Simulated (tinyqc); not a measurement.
The fan of levels: Landau levels of bilayer graphene.

Four-band model without bias: with w = sqrt(2) hv/l, E_N^2 = [g1^2 + (2N - 1) w^2 - sqrt(g1^4 + 2 (2N - 1) g1^2 w^2 + w^4)]/2 for N >= 2, and E = 0 for N = 0, 1. The two-band limit is hbar wc sqrt(N (N - 1)) with hbar wc = w^2/g1. Each level is fourfold; of the eight zero-energy states half belong to the electrons.

In a field B along z: l = 1/sqrt((e/hbar) B) is the magnetic length, n_B = B/(h/e) the number of states per area in one level, hbar wc = 2 muB B/m for mass m in m0; 1/angstrom^2 = 1e16/cm^2.

Constants: e/hbar = 1.519267448e-05 1/(T angstrom^2); h/e = 413566.7697 T angstrom^2; muB = 5.788381798e-05 eV/T.

Parameters, chosen for this exercise (out of a larger set: near those of bilayer graphene; not measured data):
```
symbol  value                    unit         meaning
hv      6.63                     eV angstrom  hbar v
g1      0.384                    eV           interlayer hopping
Bs      (1, 2, 3, 5, 7, 10, 14)  T            fields
```

The four lowest levels against B, with their labels in order.

Levels (meV):
```
B (T)  first  second  third  fourth      order
1.00    0.00    4.85   8.34   11.69  0,1 2 3 4
2.00    0.00    9.58  16.33   22.74  0,1 2 3 4
3.00    0.00   14.20  24.02   33.24  0,1 2 3 4
5.00    0.00   23.11  38.63   52.88  0,1 2 3 4
7.00    0.00   31.65  52.34   71.04  0,1 2 3 4
14.0    0.00   59.12  95.11  126.46  0,1 2 3 4
```

Give the missing row, B (T) = 10.0.

Computed row:
```
B (T)  first  second  third  fourth      order
10.0    0.00   43.84  71.54   96.12  0,1 2 3 4
```

The fourth level grows as B^0.96 over the first two rows and B^0.82 over the last two (1 for a parabolic band without a fixed offset such as a valley splitting, 1/2 for massless Dirac electrons). The order of the levels does not change. At the highest field level 2 lies at 59.1 meV, against 68.9 meV in the two-band limit.

(tinyqc, `OMP_NUM_THREADS=1 python tinyqc.py 1250849 1250850 out.jsonl`, Intel(R) Xeon(R) Processor @ 2.30GHz, 1 thread, shared host, about 0.01 s.)
